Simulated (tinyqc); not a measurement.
Worked calculation: MP2 on RHF in the 6-31g basis, for H2, spin multiplicity 1. Computed by tinyqc, a small Python program that keeps every step (integrals from PySCF). Settings: charge = 0, multiplicity = 1, basis = 6-31g, method = RHF, energy threshold = 1e-10, iteration cap = 78, orthogonalisation = symmetric, start = Wolfsberg-Helmholz matrix, DIIS depth = 6. Command: `OMP_NUM_THREADS=1 python tinyqc.py 26133 26134 out.jsonl` (the two numbers bound the seeds that draw the settings). One thread of a shared host (Intel(R) Xeon(R) Processor @ 2.60GHz), about 0.09 s of CPU time with the checks. The early iterations of the SCF are left out here.

## One-electron integrals

Geometry (angstrom):
```
atom         x         y         z
H     0.000000  0.000000  0.000000
H     0.000000  0.000000  0.709000
```

Basis 6-31g: exponents (1/bohr^2) and contraction coefficients of normalised primitives:
```
element  l (shell)   exponent  coefficient
H            s (1)  18.731137     0.033495
H            s (1)   2.825394     0.234727
H            s (1)   0.640122     0.813757
H            s (2)   0.161278     1.000000
```

Overlap, kinetic and nuclear-attraction integrals over the contracted functions; the nuclear repulsion is the sum of Za Zb / Rab.

nuclear repulsion = 0.74637124 hartree

overlap S, order 1H 1s, 1H 2s, 2H 1s, 2H 2s:
$$\begin{pmatrix}
1.000000 & 0.658292 & 0.483458 & 0.519906 \\
0.658292 & 1.000000 & 0.519906 & 0.865234 \\
0.483458 & 0.519906 & 1.000000 & 0.658292 \\
0.519906 & 0.865234 & 0.658292 & 1.000000
\end{pmatrix}$$

kinetic energy T (hartree), order 1H 1s, 1H 2s, 2H 1s, 2H 2s:
$$\begin{pmatrix}
1.395678 & 0.259735 & 0.268572 & 0.172634 \\
0.259735 & 0.241917 & 0.172634 & 0.189115 \\
0.268572 & 0.172634 & 1.395678 & 0.259735 \\
0.172634 & 0.189115 & 0.259735 & 0.241917
\end{pmatrix}$$

nuclear attraction V (hartree), order 1H 1s, 1H 2s, 2H 1s, 2H 2s:
$$\begin{pmatrix}
-2.383684 & -1.194404 & -1.126254 & -0.975850 \\
-1.194404 & -1.176842 & -0.975850 & -1.057709 \\
-1.126254 & -0.975850 & -2.383684 & -1.194404 \\
-0.975850 & -1.057709 & -1.194404 & -1.176842
\end{pmatrix}$$

core Hamiltonian H = T + V (hartree), order 1H 1s, 1H 2s, 2H 1s, 2H 2s:
$$\begin{pmatrix}
-0.988006 & -0.934669 & -0.857682 & -0.803216 \\
-0.934669 & -0.934925 & -0.803216 & -0.868594 \\
-0.857682 & -0.803216 & -0.988006 & -0.934669 \\
-0.803216 & -0.868594 & -0.934669 & -0.934925
\end{pmatrix}$$

## Two-electron integrals

Functions are numbered as in S; the eight-fold symmetry (ij|kl) = (ji|kl) = (kl|ij) leaves the list below.

Two-electron integrals (ij|kl) in chemists' order, unique and non-zero (hartree):
```
(11|11) 1.076566   (21|11) 0.578470   (21|21) 0.329423   (22|11) 0.587396
(22|21) 0.361304   (22|22) 0.453150   (31|11) 0.438423   (31|21) 0.248594
(31|22) 0.269712   (31|31) 0.227040   (32|11) 0.360324   (32|21) 0.217475
(32|22) 0.260106   (32|31) 0.204882   (32|32) 0.204569   (33|11) 0.682243
(33|21) 0.417485   (33|22) 0.504359   (33|31) 0.438423   (33|32) 0.450698
(33|33) 1.076566   (41|11) 0.450698   (41|21) 0.257468   (41|22) 0.283791
(41|31) 0.204882   (41|32) 0.182530   (41|33) 0.360324   (41|41) 0.204569
(42|11) 0.488293   (42|21) 0.301844   (42|22) 0.382824   (42|31) 0.242526
(42|32) 0.243119   (42|33) 0.488293   (42|41) 0.243119   (42|42) 0.339242
(43|11) 0.417485   (43|21) 0.256219   (43|22) 0.315905   (43|31) 0.248594
(43|32) 0.257468   (43|33) 0.578470   (43|41) 0.217475   (43|42) 0.301844
(43|43) 0.329423   (44|11) 0.504359   (44|21) 0.315905   (44|22) 0.412970
(44|31) 0.269712   (44|32) 0.283791   (44|33) 0.587396   (44|41) 0.260106
(44|42) 0.382824   (44|43) 0.361304   (44|44) 0.453150
```

## Orthogonalisation

S = U s U^T; symmetric (Loewdin) form X = U s^(-1/2) U^T, so that X^T S X = 1.

eigenvalues of S: [0.089881, 0.480784, 0.561427, 2.867908]

X, order 1H 1s, 1H 2s, 2H 1s, 2H 2s:
$$\begin{pmatrix}
1.304761 & -0.503793 & -0.220307 & 0.083424 \\
-0.503793 & 2.046656 & 0.083424 & -1.098416 \\
-0.220307 & 0.083424 & 1.304761 & -0.503793 \\
0.083424 & -1.098416 & -0.503793 & 2.046656
\end{pmatrix}$$

## Iteration 7 (converged): orbitals

converged F (hartree), order 1H 1s, 1H 2s, 2H 1s, 2H 2s:
$$\begin{pmatrix}
-0.058586 & -0.517245 & -0.577141 & -0.526023 \\
-0.517245 & -0.339668 & -0.526023 & -0.374560 \\
-0.577141 & -0.526023 & -0.058586 & -0.517245 \\
-0.526023 & -0.374560 & -0.517245 & -0.339668
\end{pmatrix}$$

Diagonalise F' = X^T F X, C = X C', fill 1 alpha and 1 beta electrons from the bottom; D = 2 C_occ C_occ^T. Each column has its largest component positive (the first on a tie).

F' = X^T F X (hartree):
$$\begin{pmatrix}
0.639861 & -0.583182 & -0.562521 & -0.099482 \\
-0.583182 & 0.284347 & -0.099482 & -0.207175 \\
-0.562521 & -0.099482 & 0.639861 & -0.583182 \\
-0.099482 & -0.207175 & -0.583182 & 0.284347
\end{pmatrix}$$

orbital energies (hartree): MO1 -0.605409, MO2 0.246706, MO3 0.759921, MO4 1.447200

coefficients C, order 1H 1s, 1H 2s, 2H 1s, 2H 2s:
$$\begin{pmatrix}
0.331996 & 0.116509 & 0.752432 & -1.149675 \\
0.263978 & 1.796717 & -0.684289 & 1.374759 \\
0.331996 & -0.116509 & 0.752432 & 1.149675 \\
0.263978 & -1.796717 & -0.684289 & -1.374759
\end{pmatrix}$$

D after iteration 7, order 1H 1s, 1H 2s, 2H 1s, 2H 2s:
$$\begin{pmatrix}
0.220443 & 0.175279 & 0.220443 & 0.175279 \\
0.175279 & 0.139368 & 0.175279 & 0.139368 \\
0.220443 & 0.175279 & 0.220443 & 0.175279 \\
0.175279 & 0.139368 & 0.175279 & 0.139368
\end{pmatrix}$$

## Convergence

Stop when the energy changes by less than 1e-10 hartree and every element of the error matrix X^T (F D S - S D F) X is below 3e-06.

Course of the cycle:
```
iteration  E (hartree)     change  largest element of the error matrix
1          -1.12254193          -                             4.80e-02
2          -1.12640550  -3.86e-03                             7.00e-03
3          -1.12648977  -8.43e-05                             1.58e-05
4          -1.12648977  -3.56e-10                             6.62e-06
5          -1.12648977  -4.53e-11                             4.19e-06
6          -1.12648977  -1.40e-11                             3.06e-06
7          -1.12648977  -6.11e-12                             2.41e-06
```

PySCF RHF in the same basis = -1.12648977 hartree

Converged in 7 iterations.

## Integrals over molecular orbitals

(pq|rs) = sum C_ip C_jq C_kr C_ls (ij|kl), one index at a time.

one-electron integrals over orbitals h = C^T H C (hartree):
$$\begin{pmatrix}
-1.267453 & 0.000000 & -0.171305 & 0.000000 \\
0.000000 & -0.541868 & 0.000000 & 0.208186 \\
-0.171305 & 0.000000 & -0.199672 & 0.000000 \\
0.000000 & 0.208186 & 0.000000 & 0.235816
\end{pmatrix}$$

Two-electron integrals over orbitals (pq|rs), unique and non-zero (hartree):
```
(11|11) 0.662045    (21|21) 0.076611    (22|11) 0.432592    (22|22) 0.384210
(31|11) 0.171305    (31|22) 0.047745    (31|31) 0.110920    (32|21) -0.021920
(32|32) 0.036847    (33|11) 0.535257    (33|22) 0.379227    (33|31) 0.119600
(33|33) 0.462529    (41|21) -0.078605   (41|32) -0.018230   (41|41) 0.140972
(42|11) -0.143396   (42|22) -0.052696   (42|31) -0.071690   (42|33) -0.095619
(42|42) 0.065312    (43|21) -0.078645   (43|32) 0.000417    (43|41) 0.121866
(43|43) 0.121664    (44|11) 0.676178    (44|22) 0.441264    (44|31) 0.205082
(44|33) 0.554481    (44|42) -0.167348   (44|44) 0.755127
```

## Second-order Moller-Plesset energy

Hartree-Fock energy = -1.12648977 hartree

E2 = sum_ijab (ia|jb) [2 (ia|jb) - (ib|ja)] / (e_i + e_j - e_a - e_b) over occupied i, j and virtual a, b; the opposite-spin part is (ia|jb)^2 / denominator, the rest is same-spin, and SCS-MP2 scales them by 6/5 and 1/3.

Terms:
```
i  j  a  b    (ia|jb)    (ib|ja)  denominator       term
1  1  4  4   0.140972   0.140972    -4.105217  -0.004841
1  1  3  3   0.110920   0.110920    -2.730659  -0.004506
1  1  2  2   0.076611   0.076611    -1.704229  -0.003444
1  1  4  2  -0.078605  -0.078605    -2.904723  -0.002127
1  1  2  4  -0.078605  -0.078605    -2.904723  -0.002127
```

Pair energies (hartree; pair i-j sums ij and ji):
```
pair  opposite spin  same spin
1-1       -0.017045          0
```

MP2 correlation energy = -0.01704469 hartree

SCS-MP2 correlation energy = -0.02045363 hartree

MP2 total energy = -1.14353446 hartree
